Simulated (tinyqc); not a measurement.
Inside a calculation. Method: one-electron ion in a basis of Gaussians. One step of it, computed by the program tinyqc.

Question. Matrices over normalised Gaussians. With p = a_i + a_j and I(k) = Gamma((k+1)/2) / (2 p^((k+1)/2)): S = I(2l+2), T = (2l+3) a_i a_j S / p, V = -Z I(2l+1), each divided by sqrt(S_ii S_jj).

exponents of r^l exp(-a r^2) (1/bohr^2): 0.024770  0.038780  0.060690  0.094990  0.148700

Z = 4

l = 2

Give: S; T; V.

Answer.

S, lower triangle:
```
        1       2       3       4       5
1  1.0000
2  0.9165  1.0000
3  0.7116  0.9166  1.0000
4  0.4784  0.7118  0.9166  1.0000
5  0.2866  0.4785  0.7116  0.9165  1.0000
```

T (hartree), lower triangle:
```
        1       2       3       4       5
1  0.0867
2  0.0970  0.1357
3  0.0876  0.1518  0.2124
4  0.0658  0.1372  0.2376  0.3325
5  0.0426  0.1030  0.2147  0.3719  0.5204
```

V (hartree), lower triangle:
```
         1        2        3        4        5
1  -0.5358
2  -0.5562  -0.6704
3  -0.5008  -0.6959  -0.8387
4  -0.3986  -0.6267  -0.8706  -1.0492
5  -0.2873  -0.4987  -0.7839  -1.0891  -1.3128
```
